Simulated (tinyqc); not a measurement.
From results back to parameters: Weaire-Thorpe hybrids on a Bethe lattice: gap and dangling bond of an amorphous tetrahedral solid. Four cases, with inputs chosen for the exercise.

Problem. In the Weaire-Thorpe model the two p-like peaks lie at -V2 + V1 and V2 + V1, and the guaranteed gap is 2 V2 - 4 V1. The peak positions come from hidden V1 and V2.

Find: V1, V2; guaranteed gap; lowest possible level -3 V1 - V2.

Method. The mean of the peaks is V1 and half their distance V2.

Case 1.

peaks (eV): bonding -8.580, antibonding 12.860

Solution.

V1, V2 (eV): 2.14  10.72

guaranteed gap = 12.88 eV
lowest possible level -3 V1 - V2 = -17.14 eV

Case 2.

peaks (eV): bonding -2.550, antibonding 6.210

Solution.

V1, V2 (eV): 1.83  4.38

guaranteed gap = 1.44 eV
lowest possible level -3 V1 - V2 = -9.87 eV

Case 3.

peaks (eV): bonding -2.860, antibonding 6.280

Solution.

V1, V2 (eV): 1.71  4.57

guaranteed gap = 2.30 eV
lowest possible level -3 V1 - V2 = -9.70 eV

Case 4.

peaks (eV): bonding -2.580, antibonding 6.220

Solution.

V1, V2 (eV): 1.82  4.40

guaranteed gap = 1.52 eV
lowest possible level -3 V1 - V2 = -9.86 eV

Computed by tinyqc, one run a case: `OMP_NUM_THREADS=1 python tinyqc.py N N+1 out.jsonl` with N = 1451370, 1451409, 1451567, 1451571; one thread of a shared Intel(R) Xeon(R) Processor @ 2.30GHz, about 0.03 s a run at most.
